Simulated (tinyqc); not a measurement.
Three-band (Emery) model of a CuO2 plane downfolded to one band: one step. The one-band model at k.

One-band form E = e0 - 2t (cos kx + cos ky) - 4t' cos kx cos ky - 2t'' (cos 2kx + cos 2ky) - 4t''' (cos 2kx cos ky + cos kx cos 2ky), k in 1/a. Each hopping is minus the mean of E cos(m kx) cos(n ky) over a 12 x 12 mesh, k = (j + 1/2) 2 pi/12.

Values chosen for the exercise (out of a larger set: of the size used for cuprate planes; not measured data): k = (0.32, 0.16) pi/a (wave vector).

e0, t, t', t'', t''' (eV): 1.890183  0.418984  0.010303  0.028110  0.003286

Task: Evaluate the one-band form at k with e0 and t alone, with t' added, and with all four hoppings.

Give: E.

Result:

E (eV): (t alone) 0.7069, (t and t') 0.6875, (all four) 0.6825

The three-band value is 0.6958 eV.

tinyqc: `OMP_NUM_THREADS=1 python tinyqc.py 1451744 1451745 out.jsonl`; about 0.03 s, one thread, shared Intel(R) Xeon(R) Processor @ 2.30GHz.
